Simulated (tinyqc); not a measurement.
Holstein polaron on two sites. From splitting back to coupling g. Computed by tinyqc, a small Python program. Command: `OMP_NUM_THREADS=1 python tinyqc.py 3029115 3029116 out.jsonl holstein inv`. One thread of a shared host (Intel(R) Xeon(R) Processor @ 2.30GHz), about 0.04 s of CPU time with the checks.

One electron on sites 1 and 2: H = -t (c1+ c2 + c2+ c1) + hbar omega sum_i b_i+ b_i - g hbar omega sum_i n_i (b_i + b_i+). The symmetric phonon shifts the energy by -g^2 hbar omega/2 and drops out; with b = (b_1 - b_2)/sqrt(2) there remains H = -t sigma_x + hbar omega b+ b - (g hbar omega/sqrt(2)) sigma_z (b + b+). Parity splits it into blocks p = +1 and -1 over phonon numbers n. Zero-point energies are left out. Weights Z refer to mode b alone; the displaced symmetric mode multiplies the full zero-phonon weight by exp(-g^2/2).

Inputs (values chosen for the exercise, for a model dimer): hopping t = 59 meV; phonon energy hbar omega = 70.4 meV.

Method. Block p: H_nn = n hbar omega - p t (-1)^n - g^2 hbar omega/2, H_(n,n+1) = -(g hbar omega/sqrt(2)) sqrt(n + 1). Use 60 levels in both blocks; Z = c_0^2 is the weight of n = 0 in the ground state c; the splitting is the lowest odd level less the lowest even one, which without coupling is the smaller of 2t and hbar omega; <sigma_x> = sum (-1)^n c_n^2 measures the kinetic energy.

Problem. A run gave the result below. Find the coupling g, known to lie between 0.66 and 1.4.

splitting = 31.96582 meV

Solution.

Each step takes the trial c = (a f_b - b f_a)/(f_b - f_a), f being the result less the target and a, b, c the logarithms of the listed values; c replaces end b, the old b replaces a if the sign of f changed, and otherwise f_a is halved.

Scan of the range:
```
coupling g  splitting (meV)
0.660               50.5757
0.748               46.4946
0.848               41.7687
0.961               36.3962
1.090               30.3374
1.240               23.5839
1.400               17.0160
```

False position (Illinois rule, in the logarithm of the input) inside the bracket:
```
step    end a    end b    trial  splitting (meV)
1     0.96100  1.09000  1.05372          32.0258
2     1.09000  1.05372  1.05498          31.9665
3     1.09000  1.05498  1.05501          31.9651
4     1.05498  1.05501  1.05500          31.9658
```

Splitting falls at every point of a 13-point scan of the range (every second point is shown), so one value fits; it is bracketed by 0.961 and 1.09. Answer: coupling g = 1.055.

Caution: with hbar omega below 2t the lowest odd level starts as a one-phonon state, so the splitting here is a softened phonon and not a narrowed hopping.
